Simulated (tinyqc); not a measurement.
Polytypes by hexagonality, and a cubic inclusion as a quantum well: one step. The bound level without the field. Two cases, with inputs chosen for the exercise.

Question. Give V, L, the level E, its depth below the host conduction edge and the transition to the valence top of the host, gap(host) - (V - E).

Gap: E3 + (Es - E3) h/hs for h up to hs, then linear from Es to E2 at h = 1. Valence top Ev2 h and polarisation P2 h, both counted from 3C; Ec = Ev + gap.

A cubic inclusion of width L = N d in the host (h = 0.3333) is a well of depth V = Ec(host) - Ec(3C). Square well with mass mismatch: k tan(k L/2) = (m_w/m_b) q, k = sqrt(m_w E/c), q = sqrt(m_b (V - E)/c), c = hbar^2/2m0, lowest root. The depth of the level, V - E, is its binding, and the transition to the valence top of the host is gap(host) - (V - E). The step in polarisation gives a field |F| = |P|/(eps eps0) in a thin inclusion, eps0 = 8.8541878e-12 F/m.

Constants: hbar^2/2m0 = 3.80998211 eV angstrom^2.

Case 1.

Values chosen (of the order of those of SiC; the results hold for these values, not for the real material): E3 = 2.385 eV (gap of the cubic polytype); E2 = 3.36 eV (gap of 2H); Ev2 = 0.152 eV (valence top of 2H above that of 3C); P2 = -0.0476 C/m^2 (spontaneous polarisation of 2H); Es = 3.264 eV (gap at the hexagonality hs); hs = 0.5 (hexagonality up to which the first line holds); m = (0.296, 0.33) m0 (electron mass along c in the cubic layer and in the host); d = 2.527 angstrom (thickness of a double layer); eps = 10 (dielectric constant); N = 6 (double layers in the cubic inclusion).

Case 2.

Values chosen (of the order of those of SiC; the results hold for these values, not for the real material): E3 = 2.395 eV (gap of the cubic polytype); E2 = 3.32 eV (gap of 2H); Ev2 = 0.11 eV (valence top of 2H above that of 3C); P2 = -0.0389 C/m^2 (spontaneous polarisation of 2H); Es = 3.28 eV (gap at the hexagonality hs); hs = 0.5 (hexagonality up to which the first line holds); m = (0.331, 0.304) m0 (electron mass along c in the cubic layer and in the host); d = 2.516 angstrom (thickness of a double layer); eps = 10 (dielectric constant); N = 5 (double layers in the cubic inclusion).

Give: V; L; E above the bottom; depth below the host edge; transition.

Answer.

Case 1.

V = 0.6367 eV
L = 15.162 angstrom
E above the bottom = 0.2013 eV
depth below the host edge = 0.4354 eV
transition = 2.5356 eV

The level keeps 68 % of the well depth. The transition lies above the gap of 3C itself (2.385 eV).

Case 2.

V = 0.6267 eV
L = 12.580 angstrom
E above the bottom = 0.2445 eV
depth below the host edge = 0.3821 eV
transition = 2.6029 eV

The level keeps 61 % of the well depth. The transition lies above the gap of 3C itself (2.395 eV). At a few layers the effective-mass picture is only a guide.

Computed by tinyqc, one run a case: `OMP_NUM_THREADS=1 python tinyqc.py N N+1 out.jsonl` with N = 1880179, 1881034; one thread of a shared Intel(R) Xeon(R) Processor @ 2.30GHz, about 0.04 s a run at most.
